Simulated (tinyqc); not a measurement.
Free and trapped electrons in a MOS channel with a dense trap tail: two steps of the calculation.

p-type body, charge-sheet picture, full ionisation (an idealisation for deep acceptors), Boltzmann statistics for free electrons. e = Ec - EF at the surface. Acceptor-like traps of density D(E) = D0 + De exp(-E/Ew) at depth E below Ec, from 0 to Eu, hold n_t = integral of D(E)/(1 + exp((e - E)/Vt)). psi = Eg - Vt ln(Nv/Na) - e; N_dep = sqrt(2 eps0 eps_r Na (psi - Vt)/q); n_f = sqrt(N_dep^2 + 2 eps0 eps_r Vt Nc exp(-e/Vt)/q) - N_dep; Vg = Vfb + psi + q (N_dep + n_t + n_f)/Cox, Cox = eps0 eox/tox.

Inputs (values chosen for the exercise); band and dielectric values close to those of 4H silicon carbide:
- T = 300 K (temperature)
- Eg = 3.22 eV (band gap)
- eps_r = 9.75 (relative permittivity)
- Nc = 1.69e19 cm^-3 (conduction-band density of states at T)
- Nv = 2.5e19 cm^-3 (valence-band density of states at T)
- eox = 3.9 (relative permittivity of the insulator)
- tox = 29 nm (insulator thickness)
- Na = 1.5e17 cm^-3 (acceptor density)
- Vfb = -2.13 V (flat-band voltage without trapped charge)
- D0 = 1.2e10 cm^-2 eV^-1 (constant background density of acceptor-like traps)
- De = 4.2e12 cm^-2 eV^-1 (density of the tail at the conduction edge)
- Ew = 0.07 eV (decay energy of the tail)
- Eu = 0.79 eV (depth below Ec down to which the traps reach)
- mf = 130 cm^2/(V s) (mobility of free electrons)
- e = 0.04 eV (Ec - EF at the surface)

Constants: q = 1.602176634e-19 C, kB = 1.380649e-23 J/K, Vt = kB T/q, eps0 = 8.8541878128e-14 F/cm where lengths are in cm. Results are converted to the units shown.

Problem 1. Trapped charge. Trapezoid rule on 15 equal steps from 0 to Eu, f = 1/(1 + exp((e - E)/Vt)).

Find: E; D(E) f; n_t.

Solution 1.

```
point   E (eV)  D(E) f (cm^-2 eV^-1)
0            0              7.391e11
1      0.05267              1.235e12
2       0.1053              8.748e11
3       0.1580              4.469e11
4       0.2107              2.188e11
5       0.2633              1.096e11
6       0.3160              5.799e10
7       0.3687              3.368e10
8       0.4213              2.221e10
9       0.4740              1.681e10
10      0.5267              1.427e10
11      0.5793              1.307e10
12      0.6320              1.250e10
13      0.6847              1.224e10
14      0.7373              1.211e10
15      0.7900              1.205e10
```

n_t = 1.820e11 cm^-2

Problem 2. Charges and gate voltage. psi, N_dep, n_f and Vg as defined, with the n_t given; free share n_f/(n_f + n_t); apparent mobility mf n_f/(n_f + n_t); gate voltage spent on traps q n_t/Cox.

n_t = 1.8198066e11 cm^-2

Find: psi; N_dep; n_f; Vg; free share; apparent mobility; gate voltage spent on traps.

Solution 2.

psi = 3.048 V
N_dep = 2.210e12 cm^-2
n_f = 2.161e11 cm^-2
Vg = 4.427 V
free share = 54.29 %
apparent mobility = 70.57 cm^2/(V s)
gate voltage spent on traps = 0.2449 V

Computed by the program tinyqc: `OMP_NUM_THREADS=1 python tinyqc.py 2222071 2222072 out.jsonl`, one thread of a shared Intel Xeon 2.30GHz, about 0.02 s for the whole run.
